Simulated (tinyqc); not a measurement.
# Bandgap voltage reference from two bipolar transistors: effect of the output resistor at T0

Two transistors of area 1 and N carry the same current I. Is(T) = Is (T/T0)^eta exp[(Vg0 q/kB)(1/T0 - 1/T)], VBE1 = Vt ln(I/Is(T)) + I rb, VBE2 = Vt ln(I/(N Is(T))) + I rb/N. The amplifier forces I R1(T) = VBE1 - VBE2 + Vos, with R(T) = R (1 + tc (T - T0)) for both resistors, and the output is Vref = VBE1 + I R2(T). Base currents and the Early effect are neglected.

Vt = kB T/q; I = (Vt ln N + Vos)/(R1(T) - rb (1 - 1/N)). Box coefficient: span of Vref between 233 and 398 K over its average over T and over 165 K. The last column is the R2 that gives zero slope at T0.

Values chosen for this exercise; values of the order met in silicon bipolar transistors:
- T0 = 323 K (reference temperature)
- Vg0 = 1.187 V (band-gap voltage extrapolated to 0 K)
- eta = 4.2 (temperature exponent of the saturation current)
- Is = 1.7e-18 A (saturation current of the unit transistor at T0)
- N = 8 (area ratio of the second transistor)
- R1 = 12 kohm (resistor across which the difference of VBE falls, at T0)
- tc = 0 ppm/K (temperature coefficient of both resistors)
- Vos = -1 mV (offset of the amplifier)
- rb = 81 ohm (series resistance of the unit transistor)

Constants: q = 1.602176634e-19 C, kB = 1.380649e-23 J/K. Results are converted to the units shown.

Result of one run:

| I at T0 (uA) | Vref at T0 (V) | slope at T0 (uV/K) | box coefficient (ppm/K) | R2 for zero slope (kohm) |
|---|---|---|---|---|
| 4.768 | 1.277 | 30.13 | 33.72 | 98.39 |

Which output resistor at T0 R2 gave this result: 90.52, 98.39, 100.4 or 106.3 kohm?

R2 = 100.4 kohm.

The whole series:

| R2 (kohm) | I at T0 (uA) | Vref at T0 (V) | slope at T0 (uV/K) | box coefficient (ppm/K) | R2 for zero slope (kohm) |
|---|---|---|---|---|---|
| 90.52 | 4.768 | 1.230 | -118.3 | 88.31 | 98.39 |
| 93.47 | 4.768 | 1.244 | -73.96 | 52.24 | 98.39 |
| 96.43 | 4.768 | 1.258 | -29.50 | 23.81 | 98.39 |
| 98.39 | 4.768 | 1.267 | -0.05865 | 18.32 | 98.39 |
| 100.4 | 4.768 | 1.277 | 30.13 | 33.72 | 98.39 |
| 103.3 | 4.768 | 1.291 | 73.70 | 64.68 | 98.39 |
| 106.3 | 4.768 | 1.305 | 118.8 | 98.57 | 98.39 |

As R2 goes from 90.52 to 106.3, Vref rises from 1.230 to 1.305 V and the box coefficient goes from 88.3 through a minimum of 18.3 (at R2 = 98.39 among the rows listed) to 98.6 ppm/K. One per cent in R2 moves the slope by 14.8 uV/K.

tinyqc, about 0.02 s, one thread, Intel Xeon 2.30GHz (shared host): `OMP_NUM_THREADS=1 python tinyqc.py 2062011 2062012 out.jsonl`
